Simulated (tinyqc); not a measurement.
A fit that cannot start: fitting sp3s* parameters to three gaps by Newton steps.

sp3s* tight binding, nearest neighbours only: anion (a) at 0, cation (c) at a/4 (1,1,1), orbitals s, px, py, pz, s* on each; k in units of 2 pi/a. With phases e_j = exp(i (pi/2) k.n_j) for n = (1,1,1), (1,-1,-1), (-1,1,-1), (-1,-1,1): g0 = (e1+e2+e3+e4)/4, g1 = (e1+e2-e3-e4)/4, g2 = (e1-e2+e3-e4)/4, g3 = (e1-e2-e3+e4)/4. The diagonal holds the levels Esa, Epa, Exa (s*) and Esc, Epc, Exc. Anion-cation block: <sa|sc> = Vss g0; <sa|xc> = Vsapc g1; <xa|sc> = -Vscpa g1; <xa|xc> = Vxx g0; <xa|yc> = <ya|xc> = Vxy g3, <xa|zc> = <za|xc> = Vxy g2, <ya|zc> = <za|yc> = Vxy g1; <s*a|xc> = Vxapc g1; <xa|s*c> = -Vpaxc g1; y and z take g2 and g3 in place of g1; s-s* and s*-s* vanish.

Gaps are level 5 at Gamma, X = (1,0,0) and L = (1/2,1/2,1/2) less level 4 at Gamma; no spin-orbit coupling. Free parameters: Vxy, Vxapc and Vpaxc. H is linear in them, so by Hellmann-Feynman J_ij = <u|dH/dp_j|u> for level 5 at point i less the same for level 4 at Gamma. Newton: p(new) = p + J^-1 (target - gaps); stop when all misses are below 1e-7 eV.

Values chosen for the exercise (out of a larger set: near a published set for GaAs, fitted to gaps, whose masses and valley positions are rough; not measured data): p = (-8.36, 1.038, -2.649, 3.667, 8.559, 6.713, -6.446, 1.953, 5.077, 4.473, 5.801, 4.846, 4.796) eV (start, order Esa, Epa, Esc, Epc, Exa, Exc, Vss, Vxx, Vxy, Vsapc, Vscpa, Vxapc, Vpaxc); tg = (1.4229, 1.8951, 1.5928) eV (target gaps at Gamma, X, L).

J at the start, its singular values and the left singular vector of the smallest (largest component positive).

J:
```
           Vxy    Vxapc    Vpaxc
Gamma   0.0000   0.0000   0.0000
X       0.0000  -0.8537   0.0000
L      -0.2810  -0.2390  -0.1251
```

singular values: 0.8909  0.2948  0.0000

left singular vector: Gamma 1.000, X 0.000, L 0.000

Can these three parameters meet the three targets?

No. The smallest singular value is 0.0000, so some combination of gaps cannot be moved: the row for Gamma is zero, as none of the three parameters enters that gap. A rerun with Vss, Vxapc and Vpaxc free meets the targets in 2 steps, at -6.310, 4.983 and 5.049 eV.

Program tinyqc; command `OMP_NUM_THREADS=1 python tinyqc.py 1482351 1482352 out.jsonl`; about 0.01 s on one thread of a shared Intel(R) Xeon(R) Processor @ 2.30GHz.
